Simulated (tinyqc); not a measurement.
# From sheet resistance R_s (Gaussian) back to predeposition time t1

Model: two-step dopant diffusion (predeposition and drive-in) with a constant diffusivity. Computed by tinyqc, a small Python program. Command: `OMP_NUM_THREADS=1 python tinyqc.py 3023932 3023933 out.jsonl dopdiff inv`. One thread of a shared host (Intel(R) Xeon(R) Processor @ 2.30GHz), about 0.07 s of CPU time with the checks.

Fick diffusion into a half space x > 0 whose background doping C_B is of the opposite type, so that a junction lies where C = C_B.

Inputs (values chosen for the exercise, modelled on antimony in silicon):

| quantity | value | unit |
|---|---|---|
| prefactor D0 | 5.13 | cm^2/s |
| activation energy E | 3.92 | eV |
| surface concentration C_s | 1.1e+19 | 1/cm^3 |
| background doping C_B | 2.2e+16 | 1/cm^3 |
| predeposition temperature T1 | 1000 | C |
| drive-in temperature T2 | 1075 | C |
| drive-in time t2 | 240 | min |
| mean mobility in the layer mu | 190 | cm^2/(V s) |
| ramp rate | 10 | C/min |
| stand-by temperature | 800 | C |

Furnace ramps of the drive-in: linear ramps.

Constants: k_B = 8.617333262e-05 eV/K; e = 1.602176634e-19 C.

Method:
- D = D0 exp(-E/(k_B T)).
- Temperatures in kelvin are T(C) + 273.15.
- Times in seconds are 60 times the minutes.
- One ramp between the stand-by temperature and T2 adds int D dT / rate (40-point Gauss-Legendre); the usual estimate counts it as an extra time k_B T2^2/(E rate) at T2. (Dt)2 = D2 t2 + two ramps, times in seconds.
- C = C_s erfc(x/(2 sqrt(D1 t1))); dose Q = 2 C_s sqrt(D1 t1/pi); the junction solves erfc(z) = C_B/C_s with x_j = 2 z sqrt(D1 t1).
- With a sealed surface and a thin source, C = Q/sqrt(pi (Dt)2) exp(-x^2/(4 (Dt)2)); x_j = 2 sqrt((Dt)2 ln(C(0)/C_B)); gradient at the junction |dC/dx| = C_B x_j/(2 (Dt)2).
- Net dose Q_net = Q erf(x_j/(2 sqrt((Dt)2))) - C_B x_j; R_s = 1/(e mu Q_net), with every dopant ionised and one mobility.

Task: A run gave the result below. Find the predeposition time t1, known to lie between 52 and 100 min.

sheet resistance R_s (Gaussian) = 1171.843 ohm/square

Result:

Each step takes the trial c = (a f_b - b f_a)/(f_b - f_a), f being the result less the target and a, b, c the logarithms of the listed values; c replaces end b, the old b replaces a if the sign of f changed, and otherwise f_a is halved.

Scan of the range:

| predeposition time t1 (min) | sheet resistance R_s (Gaussian) (ohm/square) |
|---|---|
| 52.0 | 1258.63 |
| 58.0 | 1188.98 |
| 64.7 | 1123.24 |
| 72.1 | 1061.82 |
| 80.4 | 1003.50 |
| 89.7 | 948.24 |
| 100.0 | 896.46 |

False position (Illinois rule, in the logarithm of the input) inside the bracket:

| step | end a | end b | trial | sheet resistance R_s (Gaussian) (ohm/square) |
|---|---|---|---|---|
| 1 | 58.0000 | 64.7000 | 59.6766 | 1171.47 |
| 2 | 58.0000 | 59.6766 | 59.6054 | 1172.20 |
| 3 | 59.6766 | 59.6054 | 59.6400 | 1171.84 |
| 4 | 59.6054 | 59.6400 | 59.6400 | 1171.84 |

Sheet resistance R_s (Gaussian) falls at every point of a 13-point scan of the range (every second point is shown), so one value fits; it is bracketed by 58.0 and 64.7. Answer: predeposition time t1 = 59.64 min.

Caution: C_s exceeds the intrinsic carrier density of silicon at the predeposition temperature (2e18 to 1e19 per cm^3), where real diffusivities rise with concentration and profiles turn box-like.
